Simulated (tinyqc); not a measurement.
From results to parameters: diatomic chain. Computed by the program tinyqc.

Problem. A chain of two alternating masses has one spring constant k; at the zone edge omega^2 = 2k/M and 2k/m, and wavenumber = 521.4708 sqrt(omega^2) with omega^2 in eV/(angstrom^2 u). Find k, the heavier mass and the optical wavenumber at q = 0.

wavenumbers at the zone edge (cm^-1): 166.177846  233.208831
lighter mass = 36.000000 u

Solution. The upper value gives k = m omega^2/2, the ratio of the squares gives M/m, and at q = 0 omega^2 = 2k (1/m + 1/M), the sum of the two.

k = 3.600 eV/angstrom^2
heavier mass = 70.900 u
optical wavenumber at q = 0 = 286.3589 cm^-1
